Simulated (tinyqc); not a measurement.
Worked calculation: quasiparticle equation with a plasmon-pole self-energy for two band edges. Values are carried at full precision from step to step, so a last printed digit may differ when a step is redone from the rounded ones.

For each edge E = e + X + Sc(E), with the correlation part Sc(E) = A[0]/(E - a + w) + A[1]/(E - b - w); a and b are the valence and conduction energies that enter the Green function (a = ev, b = ec in the one-shot scheme). Z = 1/(1 - dSc/dE), dSc/dE = -A[0]/(E - a + w)^2 - A[1]/(E - b - w)^2.

Parameters, chosen for this exercise (scales of the order of those of AlN; not measured data):
- ev = 0 eV (mean-field valence top)
- ec = 4.19 eV (mean-field conduction edge)
- w = 17.4 eV (pole energy)
- Av = (67, 27.7) eV^2 (weights of the valence state on the hole and electron poles)
- Ac = (27.7, 70.2) eV^2 (the same for the conduction state)
- Xv = -3.81 eV (exchange minus the mean-field potential, valence)
- Xc = 3.85 eV (the same, conduction)

## Linearised one-shot correction

Evaluate Sc and its slope at the mean-field energy; E = e + Z (X + Sc).

Terms:

| edge | Sc (eV) | dSc/dE | Z | X + Sc (eV) | E (eV) |
|---|---|---|---|---|---|
| valence | 2.5676 | -0.2807 | 0.7808 | -1.2424 | -0.9701 |
| conduction | -2.7515 | -0.2913 | 0.7744 | 1.0985 | 5.0407 |

gap = 6.0108 eV
gap with Z = 1 = 6.5309 eV

The gap opens by 1.821 eV, 53 % of it by lowering the valence top. Setting Z = 1 would overshoot by 0.520 eV. X and Sc have opposite signs and are each larger than the sum they leave, so both must be converged well.

## Solving the equation for the conduction edge

Newton steps on f(E) = E - ec - Xc - Sc(E) from E = ec; the first step is the linearised result.

Iterates:

| step | E (eV) | Sc (eV) | f (eV) |
|---|---|---|---|
| 0 | 4.19000 | -2.75148 | -1.098519 |
| 1 | 5.04071 | -3.00751 | 0.008223 |
| 2 | 5.03444 | -3.00556 | 0.000001 |
| 3 | 5.03444 | -3.00556 | 0.000000 |

The linearisation errs by +6.3 meV, as the shift is only 0.049 of the pole energy.

## All solutions for the valence state

Multiplying out gives a cubic; give its three roots and their weights Z.

roots (eV): -21.363  -0.962  22.705

weights: 0.1893  0.7678  0.0429

The weights add up to 1. The satellite below lies 20.40 eV from the main peak, 17 % more than w: this scheme places plasmon satellites too far out, and gives one where a cumulant form gives a series.

## Updating the energies in the Green function

Solve both equations exactly, put the results in place of a and b, and repeat five times; w is kept.

Cycles (eV):

| cycle | Ev | Ec | gap |
|---|---|---|---|
| 1 | -0.9623 | 5.0344 | 5.9967 |
| 2 | -1.1045 | 5.1552 | 6.2596 |
| 3 | -1.1247 | 5.1716 | 6.2964 |
| 4 | -1.1276 | 5.1739 | 6.3015 |
| 5 | -1.1280 | 5.1741 | 6.3022 |

The update moves the gap by +305 meV from the one-shot value; each cycle shrinks the change to about 0.14 of the one before.

## Checks

- Sum of the weights of the three roots: both 1.000000.
- Newton result against the root by bisection (eV): both 5.03444.

Program tinyqc; command `OMP_NUM_THREADS=1 python tinyqc.py 1850579 1850580 out.jsonl`; about 0.02 s on one thread of a shared Intel(R) Xeon(R) Processor @ 2.30GHz.
